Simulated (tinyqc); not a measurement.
Density of states of one tight-binding band of a chain, step by step. Values are carried at full precision from step to step, so a last printed digit may differ when a step is redone from the rounded ones.

E(k) = -2 t cos(2 pi k) - 2 t2 cos(4 pi k); k in fractions of the reciprocal vectors, mesh k_i = j/N with j = 0 .. N-1. Densities are per cell and per spin, so the band holds one state.

Inputs chosen for the exercise:
- t = 0.81 eV (nearest hopping)
- t2 = -0.01 eV (second hopping)
- N = 12 (mesh points along each axis)
- bins = 10 (bins of the histogram)
- E_lo = -1.613 eV (lower end of the histogram)
- E_hi = 1.717 eV (upper end)
- E = -0.41 eV (energy at which the density is wanted)
- sigma = 0.243 eV (Gaussian width)

## Energies on the mesh

Evaluate the band at all 12 points and collect equal values.

Distinct energies:

| E_k (eV) | points |
|---|---|
| -1.6000 | 1 |
| -1.3930 | 2 |
| -0.8200 | 2 |
| -0.0200 | 2 |
| 0.8000 | 2 |
| 1.4130 | 2 |
| 1.6400 | 1 |

The 12 points give 7 distinct energies between -1.6000 and 1.6400 eV; a dense mesh gives a band from -1.600 to 1.640 eV.

## Histogram

Count the points in equal bins from E_lo to E_hi; g = count/(all points x bin width).

Histogram:

| from (eV) | to (eV) | points | g (1/eV) |
|---|---|---|---|
| -1.6130 | -1.2800 | 3 | 0.7508 |
| -1.2800 | -0.9470 | 0 | 0.0000 |
| -0.9470 | -0.6140 | 2 | 0.5005 |
| -0.6140 | -0.2810 | 0 | 0.0000 |
| -0.2810 | 0.0520 | 2 | 0.5005 |
| 0.0520 | 0.3850 | 0 | 0.0000 |
| 0.3850 | 0.7180 | 0 | 0.0000 |
| 0.7180 | 1.0510 | 2 | 0.5005 |
| 1.0510 | 1.3840 | 0 | 0.0000 |
| 1.3840 | 1.7170 | 3 | 0.7508 |

Empty bins: 5 of 10; the fullest holds 3 points. Empty bins inside the band come from the coarse mesh, not from gaps.

## Gaussian broadening at one energy

Gaussian broadening: g(E) = mean over the mesh of exp(-(E - E_k)^2/(2 sigma^2))/(sigma sqrt(2 pi)), n(E) = mean of erfc((E_k - E)/(sigma sqrt 2))/2.

Sum over the distinct energies with their counts.

n(E) = 0.4181
g(E) = 0.1415 1/eV

## Sum over all linear segments

Each interval of the mesh is a segment with E linear in k: n = (E - e1)/(e2 - e1), g = 1/(e2 - e1) between its end values.

Average n and g over all pieces of the mesh. The reference uses the same method with N = 4000.

n(E) = 0.4187
g(E) = 0.2083 1/eV
reference n(E) = 0.422
reference g(E) = 0.205 1/eV

On this mesh the linear method errs by +0.003 1/eV in g and -0.003 in n; the Gaussian sum erred by -0.063 and -0.004.

## Checks

- States below the top of the band by the linear method against one: both 1.000000.

Program tinyqc; command `OMP_NUM_THREADS=1 python tinyqc.py 1651916 1651917 out.jsonl`; about 0.01 s on one thread of a shared Intel(R) Xeon(R) Processor @ 2.30GHz.
